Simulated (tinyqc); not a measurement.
# Worked calculation: quantum-well laser, gain and threshold

Numbers from tinyqc (`OMP_NUM_THREADS=1 python tinyqc.py 2840116 2840117 out.jsonl`; about 0.02 s on one thread of a shared Intel Xeon 2.30GHz). Printed values are rounded.

One electron and one heavy-hole subband per well, parabolic, with equal sheet densities n of electrons and holes; k-conserving transitions, TE polarisation, no line broadening, so the gain starts as a step at E0 and peaks there. All wells are pumped alike.

Parameters, values chosen for the exercise; well values close to those of AlGaInP:
```
symbol,value,unit,meaning
T,273,K,temperature
E0,2,eV,lowest transition energy
me,0.104,m0,in-plane electron mass
mh,0.376,m0,in-plane hole mass
Ep,27.2,eV,Kane energy
nr,3.17,,refractive index
Lw,8,nm,well width
Nw,5,,number of wells
Gw,0.015,,optical confinement per well
ai,10,1/cm,internal loss
Lc,250,um,cavity length
R1,0.3,,front reflectance
R2,0.32,,back reflectance
A,3.1e7,1/s,defect recombination coefficient
B,0.00025,cm^2/s,radiative coefficient per well
C,1.6e-17,cm^4/s,Auger coefficient per well
eta,0.81,,injection efficiency
Wd,2,um,stripe width
```

Constants: q = 1.602176634e-19 C, kB = 1.380649e-23 J/K, eps0 = 8.8541878128e-12 F/m, hbar = 1.054571817e-34 J s, m0 = 9.1093837015e-31 kg, c = 299792458 m/s, Vt = kB T/q. Results are converted to the units shown.

Range of the model: The second hole subband, left out here, lies within about 2 Vt of the first in a well this wide.

## Densities of states, saturated gain and threshold gain

Nc = me kB T/(pi hbar^2), Nv = mh kB T/(pi hbar^2), mr = me mh/(me + mh) in m0, g0(E) = q^2 Ep mr/(4 nr eps0 c hbar E Lw) (squared momentum element m0 Ep/4, joint density of states mr/(pi hbar^2 Lw) for both spins). Mirror loss am = ln(1/(R1 R2))/(2 Lc); threshold gain gth = (ai + am)/(Nw Gw).

Nc = 1.02204e12 cm^-2
Nv = 3.69505e12 cm^-2
mr = 0.0814667 m0
g0(E0) = 10015.8 1/cm
am = 46.8681 1/cm
gth = 758.242 1/cm

## Iteration 1: threshold density by Newton steps

n at the start = 2.9e12 cm^-2

fe = 1 - exp(-n/Nc) and fh = 1 - exp(-n/Nv) are the fillings of the two band edges; f = g0 (fe + fh - 1) - gth; f' = g0 [(1 - fe)/Nc + (1 - fh)/Nv]; n(new) = n - f/f'.

fe = 0.941427
fh = 0.543804
f = 4101.72 1/cm
f' = 1.81057e-9 cm
n after iteration 1 = 6.34568e11 cm^-2

## Iteration 2: threshold density by Newton steps

As before.

fe = 0.462532
fh = 0.157797
f = -4560.94 1/cm
f' = 7.54996e-9 cm
n after iteration 2 = 1.23867e12 cm^-2

## Course of the iteration: threshold density by Newton steps

Stop when n changes by less than 1000 cm^-2, or after 30 iterations. n must stay positive.

Course of the iteration:

| iteration | n (cm^-2) | \|change\| (cm^-2) |
|---|---|---|
| 1 | 6.34568e11 | 2.27e12 |
| 2 | 1.23867e12 | 6.04e11 |
| 3 | 1.42123e12 | 1.83e11 |
| 4 | 1.43370e12 | 1.25e10 |
| 5 | 1.43376e12 | 5.27e7 |
| 6 | 1.43376e12 | 932 |

Converged in 6 iterations. At the end the number of correct digits about doubles with each step.

## Quasi-Fermi levels and threshold current

nth = 1.43376e12 cm^-2

Fc = Vt ln(exp(n/Nc) - 1) above the electron subband edge, Fv = Vt ln(exp(n/Nv) - 1) below the hole subband edge; gain extends from E0 to E0 + Fc + Fv. Jth = q Nw (A n + B n^2 + C n^3)/eta at n = nth, Ith = Jth Wd Lc; differential efficiency of both facets eta am/(ai + am).

Fc = 0.0263629 eV
Fv = -0.0175598 eV
width of the gain band = 0.00880307 eV
Jth = 598.855 A/cm^2
Ith = 2.99428 mA
differential efficiency = 0.667565

The electrons are degenerate and the holes not degenerate at the band edge. Defect, radiative and Auger recombination carry 7.3, 85 and 7.8 % of the threshold current. Transparency (g = 0) needs n = 1.27e12 cm^-2.

## Gain spectrum at threshold

| point | E - E0 (eV) |
|---|---|
| 0 | 0 |
| 1 | 0.002 |
| 2 | 0.004 |
| 3 | 0.006 |
| 4 | 0.008 |
| 5 | 0.01 |
| 6 | 0.012 |
| 7 | 0.014 |

At photon energy E: fe = 1/(1 + exp(((mr/me)(E - E0) - Fc)/Vt)), fh = 1/(1 + exp(((mr/mh)(E - E0) - Fv)/Vt)), g = g0(E0)(E0/E)(fe + fh - 1).

| point | fe | fh | g (1/cm) |
|---|---|---|---|
| 0 | 0.754103 | 0.321602 | 758.242 |
| 1 | 0.741547 | 0.317596 | 591.768 |
| 2 | 0.728579 | 0.313617 | 421.792 |
| 3 | 0.715212 | 0.309666 | 248.425 |
| 4 | 0.701455 | 0.305742 | 71.802 |
| 5 | 0.687325 | 0.301846 | -107.918 |
| 6 | 0.672838 | 0.297979 | -290.551 |
| 7 | 0.658013 | 0.294140 | -475.891 |

The gain turns into absorption at E - E0 = Fc + Fv = 0.00880 eV (Bernard-Duraffourg condition), inside the listed range.
